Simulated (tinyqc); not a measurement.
Inversion-layer mobility, back-scattering and ballistic limit of a field-effect transistor: one step, computed by the program tinyqc. Command: `OMP_NUM_THREADS=1 python tinyqc.py 3022756 3022757 out.jsonl mos walk`. One thread of a shared host (Intel(R) Xeon(R) Processor @ 2.30GHz), about 0.01 s of CPU time with the checks.

The charge at the top of the source barrier is fixed by the gate; series resistance and short-channel effects are left out. F_j are Fermi integrals normalised to exp(eta) in the classical limit.

Task: Back-scattering. F_j(eta) = (1/Gamma(j + 1)) int_0^infinity x^j/(1 + exp(x - eta)) dx, F_0 = ln(1 + exp(eta)). Integrals over x = E/(k_B T) use 160 Gauss-Legendre points in u = sqrt(x) from 0 to sqrt(max(eta, 0) + 32). Ballistic channel: N_2D = g_v m k_B T/(pi hbar^2), U = e V_D/(k_B T); eta_F solves N_inv = (N_2D/2)[F_0(eta_F) + F_0(eta_F - U)]; v_T = sqrt(2 k_B T/(pi m)); I/W = e (N_2D/2) v_T [F_1/2(eta_F) - F_1/2(eta_F - U)]; injection velocity v_T F_1/2(eta_F)/F_0(eta_F). Mean free path lambda = (2 k_B T/e)(mu/v_T) F_0(eta_0)/F_-1/2(eta_0), with eta_0 from N_inv = N_2D F_0(eta_0); critical length l = L (1 + U)^(-a), an empirical rule; back-scattering r = l/(l + lambda). Then eta solves N_inv = (N_2D/2)[(1 + r) F_0(eta) + (1 - r) F_0(eta - U)] and I/W = e (N_2D/2) v_T (1 - r)[F_1/2(eta) - F_1/2(eta - U)]. Ballistic ratio: I over the ballistic current. Apparent mobility 1/(1/mu + 1/mu_B), mu_B = mu L/lambda.

Inputs (values chosen for the exercise, modelled on a silicon p-channel):
```
quantity                           value  unit
transport mass m                    0.29   m_0
valley degeneracy g_v                  1     -
gate overdrive V_G - V_T            0.64     V
drain voltage V_D                   0.73     V
channel length L                     320    nm
exponent a of the critical length   0.67     -
temperature T                        300     K
```

Statistics at the top of the barrier: Fermi-Dirac.

inversion density N_inv = 1.253979e+13 1/cm^2

effective mobility mu = 79.09736 cm^2/(V s)

Constants: m_0 = 9.1093837015e-31 kg; k_B = 1.380649e-23 J/K; hbar = 1.054571817e-34 J s; k_B = 8.617333262e-05 eV/K; e = 1.602176634e-19 C.

Give: eta_0; mean free path lambda; critical length l; back-scattering coefficient r; current I/W; ballistic ratio; apparent low-field mobility.

Result:

eta_0 = 3.986

mean free path lambda = 7.513 nm

critical length l = 33.34 nm

back-scattering coefficient r = 0.8161

current I/W = 341.3 microampere/micrometre

ballistic ratio = 0.07835

apparent low-field mobility = 77.28 cm^2/(V s)

L/lambda = 42.59, but at this drain voltage only the first 33.3 nm can return a carrier to the source, so the device works at 8 % of its ballistic limit. Caution: the current exceeds the long-channel drift law, so the empirical rule for l, meant for short channels, is too generous here. Caution: in a degenerate gas the layer that can return carriers is set by E_F rather than k_B T, so l is underestimated.
